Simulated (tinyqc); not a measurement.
# Worked calculation: surface Green function of a two-leg ladder, Sancho-Rubio decimation

Numbers from tinyqc (`OMP_NUM_THREADS=1 python tinyqc.py 2680039 2680040 out.jsonl`; about 0.07 s on one thread of a shared Intel Xeon 2.30GHz). Printed values are rounded.

A semi-infinite lead of cells 0, 1, 2, ... with H0 inside a cell and H1 = <cell i|H|cell i + 1>. One rung (site 1 on leg a, site 2 on leg b) is a cell; all hoppings enter with a minus sign. z = E + i eta.

Inputs (values chosen for the exercise): hopping along leg a ta = 2.7 eV; hopping along leg b tb = 2.57 eV; rung hopping tp = 1.78 eV; diagonal hopping from a to the next b td = 0 eV; site energy on leg b (0 on leg a) eb = 1.45 eV; energy E = -1.34 eV; broadening eta = 0.1 eV.

## The blocks

Read off from the list of hoppings.

H0 (eV):

|  | 1 | 2 |
|---|---|---|
| 1 | 0 | -1.78 |
| 2 | -1.78 | 1.45 |

H1 (eV):

|  | 1 | 2 |
|---|---|---|
| 1 | -2.7 | 0 |
| 2 | 0 | -2.57 |

## Round 1: decimation

Start with e_s = e = H0, a = H1, b = H1^dagger. Each round: g = (z - e)^(-1); e_s <- e_s + a g b; e <- e + a g b + b g a; a <- a g a; b <- b g b (all with the old a, b). Round k joins cells 2^k apart.

g (1/eV):

|  | 1 | 2 |
|---|---|---|
| 1 | -3.31189-2.26314i | -2.05857-1.51765i |
| 2 | -2.05857-1.51765i | -1.63497-1.02685i |

e_s after round 1 (eV):

|  | 1 | 2 |
|---|---|---|
| 1 | -24.1437-16.4983i | -16.0644-10.5310i |
| 2 | -16.0644-10.5310i | -9.3488-6.7823i |

e after round 1 (eV):

|  | 1 | 2 |
|---|---|---|
| 1 | -48.2874-32.9966i | -30.3488-21.0620i |
| 2 | -30.3488-21.0620i | -20.1476-13.5645i |

a after round 1 (eV):

|  | 1 | 2 |
|---|---|---|
| 1 | -24.1437-16.4983i | -14.2844-10.5310i |
| 2 | -14.2844-10.5310i | -10.7988-6.7823i |

b after round 1 (eV):

|  | 1 | 2 |
|---|---|---|
| 1 | -24.1437-16.4983i | -14.2844-10.5310i |
| 2 | -14.2844-10.5310i | -10.7988-6.7823i |

## Round 2: decimation

As before.

g (1/eV):

|  | 1 | 2 |
|---|---|---|
| 1 | -0.44994-0.15350i | 0.72008+0.22840i |
| 2 | 0.72008+0.22840i | -1.11702-0.36338i |

e_s after round 2 (eV):

|  | 1 | 2 |
|---|---|---|
| 1 | -13.7119-8.8087i | -6.4239-4.4731i |
| 2 | -6.4239-4.4731i | -7.6383-4.5912i |

e after round 2 (eV):

|  | 1 | 2 |
|---|---|---|
| 1 | -27.4238-17.6173i | -11.0678-8.9461i |
| 2 | -11.0678-8.9461i | -16.7266-9.1823i |

a after round 2 (eV):

|  | 1 | 2 |
|---|---|---|
| 1 | 10.4318+7.6896i | 9.6405+6.0579i |
| 2 | 9.6405+6.0579i | 1.7105+2.1911i |

b after round 2 (eV):

|  | 1 | 2 |
|---|---|---|
| 1 | 10.4318+7.6896i | 9.6405+6.0579i |
| 2 | 9.6405+6.0579i | 1.7105+2.1911i |

## Round 3: decimation

As before.

g (1/eV):

|  | 1 | 2 |
|---|---|---|
| 1 | 0.0429490-0.0222179i | -0.0360976+0.0127868i |
| 2 | -0.0360976+0.0127868i | 0.0773526-0.0348744i |

e_s after round 3 (eV):

|  | 1 | 2 |
|---|---|---|
| 1 | -6.99871-4.48242i | -3.72739-2.23548i |
| 2 | -3.72739-2.23548i | -3.54874-2.36980i |

e after round 3 (eV):

|  | 1 | 2 |
|---|---|---|
| 1 | -13.9974-8.9648i | -5.6748-4.4710i |
| 2 | -5.6748-4.4710i | -8.5475-4.7396i |

a after round 3 (eV):

|  | 1 | 2 |
|---|---|---|
| 1 | 6.71317+4.32624i | 2.69648+2.23759i |
| 2 | 2.69648+2.23759i | 4.08958+2.22138i |

b after round 3 (eV):

|  | 1 | 2 |
|---|---|---|
| 1 | 6.71317+4.32624i | 2.69648+2.23759i |
| 2 | 2.69648+2.23759i | 4.08958+2.22138i |

## Course of the decimation

Stop when the largest entry of a and b is below 1e-12 eV, or after 60 rounds. The last column is -Im Tr (z - e_s)^(-1)/pi. At the end g_s = (z - e_s)^(-1), and the bulk Green function is (z - e)^(-1).

Course of the iteration:

| round | largest \|a\|, \|b\| (eV) | surface density of states (1/eV) |
|---|---|---|
| 1 | 29.2 | 0.0132424 |
| 2 | 13.0 | 0.0793479 |
| 3 | 7.99 | 0.313098 |
| 4 | 4.10 | 0.116741 |
| 5 | 2.04 | 0.171995 |
| 6 | 0.907 | 0.211614 |
| 7 | 0.357 | 0.192451 |
| 8 | 0.0305 | 0.193896 |
| 9 | 2.49e-4 | 0.193901 |
| 10 | 1.64e-8 | 0.193901 |
| 11 | < 1e-11 | 0.193901 |

Converged in 11 rounds, which stand for 2^11 cells. E lies inside a band (2 open mode(s)), where only eta damps the waves, over about v/eta cells with v the group velocity in eV a cell.

## Self-energy, Dyson check and densities of states

converged surface Green function g_s (1/eV):

|  | 1 | 2 |
|---|---|---|
| 1 | -0.089324-0.324087i | 0.124433-0.061592i |
| 2 | 0.124433-0.061592i | -0.204897-0.285070i |

converged bulk Green function (1/eV):

|  | 1 | 2 |
|---|---|---|
| 1 | -0.003031-0.215590i | 0.004657+0.047529i |
| 2 | 0.004657+0.047529i | -0.007482-0.268968i |

Sigma = H1 g_s H1^dagger is what the lead adds to one more cell, and (z - H0 - Sigma)^(-1) must give g_s back. Densities of states: -Im of the diagonals over pi.

Sigma (eV):

|  | 1 | 2 |
|---|---|---|
| 1 | -0.65117-2.36260i | 0.86344-0.42739i |
| 2 | 0.86344-0.42739i | -1.35332-1.88286i |

(z - H0 - Sigma)^(-1) (1/eV):

|  | 1 | 2 |
|---|---|---|
| 1 | -0.089324-0.324087i | 0.124433-0.061592i |
| 2 | 0.124433-0.061592i | -0.204897-0.285070i |

| orbital | surface density of states (1/eV) | bulk density of states (1/eV) |
|---|---|---|
| 1 | 0.103160 | 0.0686245 |
| 2 | 0.090741 | 0.0856151 |

The surface cell holds 0.194 states per eV against 0.154 for a bulk cell.
